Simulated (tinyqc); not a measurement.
Inside a calculation. Method: plane-wave Kohn-Sham cycle with exchange-only LDA in a layered model solid. One step of it, computed by the program tinyqc.

Problem. Iteration 2: Hamiltonian at one k. H(m,m') = (k + G_m)^2/2 delta + V(G_m - G_m'), with V(-G) = V(G).

A solid whose potential varies along x alone (atomic units):
```
parameter                      value
period a                    9.300000
cross-section of the cell  10.000000
electrons per cell                 2
grid points                       16
plane waves -n..n, n               2
k points                           4
V1 in V1 cos(2 pi x/a)     -0.200000
```

V(G_m), m = 0, 1, 2, ... (hartree): -0.271712  -0.007315  0.003800  0.000285  0.000057

k = 0.125000 2 pi / a

Give: H.

Solution.

H (hartree):
```
         -2       -1       +0       +1       +2
-2   0.5306  -0.0073   0.0038   0.0003   0.0001
-1  -0.0073  -0.0970  -0.0073   0.0038   0.0003
+0   0.0038  -0.0073  -0.2681  -0.0073   0.0038
+1   0.0003   0.0038  -0.0073   0.0171  -0.0073
+2   0.0001   0.0003   0.0038  -0.0073   0.7589
```
